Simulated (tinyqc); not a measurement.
Two-diode model of a solar cell: one step of the calculation.

J is the current delivered and Vj = V + J Rs the junction voltage. J = X JL - J01 (exp(Vj/(n1 Vt)) - 1) - J02 (exp(Vj/(2 Vt)) - 1) - Vj/Rp. The photocurrent does not depend on voltage.

Task. New Vj. Maximum power: dP/dVj = f = J (1 + 2 Rs G) - G Vj = 0. G = -dJ/dVj = J01 exp(Vj/(n1 Vt))/(n1 Vt) + J02 exp(Vj/(2 Vt))/(2 Vt) + 1/Rp. H = dG/dVj; f' = -2 G - 2 Rs G^2 + (2 Rs J - Vj) H; Vj(new) = Vj - f/f'.

Parameters, values chosen for the exercise; values of the order met in cells of CIGS:
- T = 273 K (temperature)
- JL = 33.4 mA/cm^2 (photocurrent at one sun)
- X = 0.3 suns (concentration)
- J01 = 1.2e-16 A/cm^2 (saturation current of the first diode)
- n1 = 1 (ideality factor of the first diode)
- Rs = 0.18 ohm cm^2 (series resistance)
- Rp = 7000 ohm cm^2 (shunt resistance)
- J02 = 2.9e-10 A/cm^2 (saturation current of the second diode (ideality 2))

Constants: q = 1.602176634e-19 C, kB = 1.380649e-23 J/K, Vt = kB T/q. Results are converted to the units shown.

Vj at the start = 0.67 V

Give: J; G; H; f; f'; Vj after iteration 1.

Result.

J = 9.200 mA/cm^2
G = 0.02149 S/cm^2
H = 0.7070 S/(cm^2 V)
f = -5.125 mA/cm^2
f' = -0.5145 S/cm^2
Vj after iteration 1 = 0.6600 V

Computed by the program tinyqc: `OMP_NUM_THREADS=1 python tinyqc.py 2280001 2280002 out.jsonl`, one thread of a shared Intel Xeon 2.30GHz, about 0.01 s for the whole run.
